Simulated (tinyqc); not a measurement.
Quasi-harmonic thermal expansion with mode Grueneisen parameters: one step, computed by the program tinyqc. Command: `OMP_NUM_THREADS=1 python tinyqc.py 3010837 3010838 out.jsonl qha walk`. One thread of a shared host (Intel(R) Xeon(R) Processor @ 2.30GHz), about 0.03 s of CPU time with the checks.

A crystal with two atoms a cell; per atom there are 1 transverse acoustic (TA), 1/2 longitudinal acoustic (LA) and 3/2 optical (O) modes. Every frequency of group i scales as nu_i (V/V0)^(-gamma_i). Each group has one frequency. Static energy: E = (9 V0 B0/16) [y^3 B' + y^2 (2 - 4 y)], y = (V0/V)^(2/3) - 1, with pressure P_s = (3 B0/2) (z^7 - z^5) [1 + (3/4)(B' - 4)(z^2 - 1)], z = (V0/V)^(1/3).

Problem. Properties at the equilibrium volume. For a mode with x = h nu/(k_B T), n = 1/(exp(x) - 1): U = h nu (n + 1/2), C/k_B = x^2 n (n + 1); U_i and C_i sum these over group i with its weight per atom. Phonon pressure P_ph = sum_i gamma_i U_i/V. B_T = -V d(P_s + P_ph)/dV at fixed T (central difference, step 1e-4 V); alpha_V = sum gamma_i C_i k_B/(B_T V), all at V(T); the linear coefficient is alpha_L = alpha_V/3. C_P - C_V = alpha_V^2 B_T V T; the optical frequency is nu_O (V/V0)^(-gamma_O).

Inputs (values chosen for the exercise, for a model crystal):
```
quantity,value,unit
static volume V0,18.2,angstrom^3/atom
static bulk modulus B0,53.6,GPa
static B',4.81,-
frequency nu_TA,6.78,THz
frequency nu_LA,16.3,THz
frequency nu_O,26,THz
Grueneisen parameter gamma_TA,-1.5,-
Grueneisen parameter gamma_LA,2,-
Grueneisen parameter gamma_O,0.91,-
temperature T,500,K
```

Acoustic groups: Einstein.

volume V(T) = 18.41466 angstrom^3/atom

Constants: h x 1 THz = 4.135667696 meV; k_B = 8.617333262e-05 eV/K; 1 eV/angstrom^3 = 160.2176634 GPa.

Give: volume change from V0; isothermal bulk modulus B_T; linear expansion coefficient; C_V; C_P - C_V; optical frequency at V(T).

Solution.

volume change from V0 = 1.179 %

isothermal bulk modulus B_T = 51.98 GPa

linear expansion coefficient = 1.061 ppm/K

C_V = 2.301 k_B/atom

C_P - C_V = 3.512e-04 k_B/atom

optical frequency at V(T) = 25.72 THz
